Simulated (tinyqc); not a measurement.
Velocity overshoot from momentum and energy balance equations after a field step: one step, computed by the program tinyqc. Command: `OMP_NUM_THREADS=1 python tinyqc.py 3026702 3026703 out.jsonl overshoot walk`. One thread of a shared host (Intel(R) Xeon(R) Processor @ 2.30GHz), about 0.01 s of CPU time with the checks.

At t = 0 the field jumps from 0 to F in a uniform sample. v is the drift velocity and u = w - (3/2) k_B T the excess energy per carrier.

Question. First four steps. dv/dt = e F/m - v/tau_m(u), du/dt = e F v - u/tau_E, tau_m(u) = tau_0/(1 + c u), tau_0 = m mu_0/e, c = mu_0/(e tau_E v_s^2); this choice gives the steady state v (1 + mu_0 F v/v_s^2) = mu_0 F, which saturates at v_s. Step: v_new = v + dt (e F/m - v/tau_m(u)), u_new = u + dt (e F v - u/tau_E). Start v = u = 0; the distance adds dt (v + v_new)/2.

Inputs (values chosen for the exercise, modelled on electrons in germanium except for tau_E): energy relaxation time tau_E = 0.46 ps; field after the step F = 2.4 kV/cm; lattice temperature T = 300 K; time step dt = 20 fs.

Scheme: explicit Euler.

c = 213.6120 1/eV

tau_0 = 266.0875 fs

acceleration e F/m = 0.003517640 1e7 cm/s per fs

Give: Steps.

Answer.

Steps:
```
step  t (fs)  v (1e7 cm/s)      u (eV)  tau_m (fs)
1         20       0.07035           0      266.09
2         40       0.13542  3.3769e-05      264.18
3         60       0.19552  9.7302e-05      260.67
4         80       0.25087  1.8692e-04      255.87
```

After the first step u is still 0, below the drift energy m v^2/2, because the explicit scheme uses the old v: an error of the finite time step.
